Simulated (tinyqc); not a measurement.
Against doping: dopants and charged point defects at anneal temperature: Fermi-level effect, clustering and pairing. Computed by tinyqc, a small Python program. Command: `OMP_NUM_THREADS=1 python tinyqc.py 3008893 3008894 out.jsonl pairing walk`. One thread of a shared host (Intel(R) Xeon(R) Processor @ 2.30GHz), about 0.01 s of CPU time with the checks.

Boltzmann statistics and full ionisation of active dopants. Energies are counted from the valence band; the defect (a vacancy or self-interstitial) has five charge states, with all degeneracy factors one.

Inputs (values chosen for the exercise, with bands modelled on germanium): gap at 0 K E_g0 = 0.75 eV; Varshni alpha = 0.000463 eV/K; Varshni beta = 238 K; electron mass m_e = 0.226 m_0; valleys M_c = 4; hole mass m_h = 0.345 m_0; anneal temperature T = 840 K; total dopant density N = 3.4e+20 cm^-3; formation enthalpy of the neutral defect H_f = 2.7 eV; formation entropy S_f = 8.4 k_B; site density N_s = 4.8e+22 cm^-3.

Dopant: donor. Second part: pairing with a mobile impurity.

defect levels as fractions of E_g(T): (2+/+), (+/0), (0/-), (-/2-): [0.067, 0.1, 0.66, 0.92]

Constants: m_0 = 9.1093837015e-31 kg; k_B = 1.380649e-23 J/K; h = 6.62607015e-34 J s; k_B = 8.617333262e-05 eV/K.

Method:
- E_g = E_g0 - alpha T^2/(T + beta).
- N_c = 2 M_c (2 pi m_e k_B T/h^2)^(3/2) and N_v = 2 (2 pi m_h k_B T/h^2)^(3/2), masses in units of m_0.
- n_i = sqrt(N_c N_v) exp(-E_g/2 k_B T); E_i = E_g/2 + (k_B T/2) ln(N_v/N_c).
- No clustering: A = N.
- n = A/2 + sqrt(A^2/4 + n_i^2) for an active density A.
- chi = n/n_i (for acceptors n_i/p); E_F = E_i + k_B T ln chi; field enhancement h = 1 + A/sqrt(A^2 + 4 n_i^2).
- C_0 = N_s exp(S_f/k_B) exp(-H_f/k_B T). Ratios to the neutral state at E_F = E_i: r_+ = exp((E(+/0) - E_i)/k_B T), r_2+ = r_+ exp((E(2+/+) - E_i)/k_B T), r_- = exp((E_i - E(0/-))/k_B T), r_2- = r_- exp((E_i - E(-/2-))/k_B T); at other E_F state q scales as chi^(-q). The enhancement is sum r_q chi^(-q)/sum r_q. The charge on the defects is left out of neutrality.
- chi = n/n_i; h = 1 + A/sqrt(A^2 + 4 n_i^2); the dopant diffusivity over its intrinsic value is D/D_i = enhancement x h x A/N, if every charge state carries the dopant equally well.

E_g = 0.446945 eV

k_B T = 0.0723856 eV

n_i = 1.58310e+18 cm^-3

E_i = 0.196264 eV

effective density of states N_b of the majority band = 5.05280e+19 cm^-3

neutral defects C_0 = 1.34905e+10 cm^-3

Charge states:
```
state  ratio r  intrinsic (cm^-3)  doped (cm^-3)
2+     0.01238        1.67027e+08    3.62097e+03
+      0.12320        1.66208e+09    7.73877e+06
0      1.00000        1.34905e+10    1.34905e+10
-      0.25568        3.44931e+09    7.40821e+11
2-     0.01313        1.77106e+08    8.16947e+12
```

Trend at the anneal temperature:
```
N (cm^-3)  active A (cm^-3)         chi  defect enhancement  mean charge       D/D_i
4.70e+16           4.70e+16  1.0150e+00          1.0015e+00      -0.1003  1.0163e+00
1.60e+17           1.60e+17  1.0518e+00          1.0053e+00      -0.1122  1.0560e+00
5.20e+17           5.20e+17  1.1776e+00          1.0203e+00      -0.1501  1.1856e+00
1.70e+18           1.70e+18  1.6719e+00          1.0982e+00      -0.2712  1.6177e+00
5.70e+18           5.70e+18  3.8596e+00          1.5773e+00      -0.6069  2.9562e+00
1.90e+19           1.90e+19  1.2085e+01          4.2846e+00      -1.1490  8.5109e+00
6.20e+19           6.20e+19  3.9189e+01          2.2206e+01      -1.6143  4.4382e+01
2.10e+20           2.10e+20  1.3266e+02          1.8937e+02      -1.8649  3.7872e+02
6.80e+20           6.80e+20  4.2954e+02          1.8036e+03      -1.9559  3.6073e+03
```

What does the comparison show, and why?

Well below n_i = 1.58e18 cm^-3 chi and the enhancement are near 1. At any doping d ln(enhancement)/d ln chi equals minus the mean charge, which goes from -0.10 to -1.96 over the rows. Rows with carriers above N_b lie beyond Boltzmann statistics. Caution: the carrier density exceeds the effective density of states, where Boltzmann statistics understate the shift of E_F and so the density of charged defects (gap narrowing, also left out, works the other way).
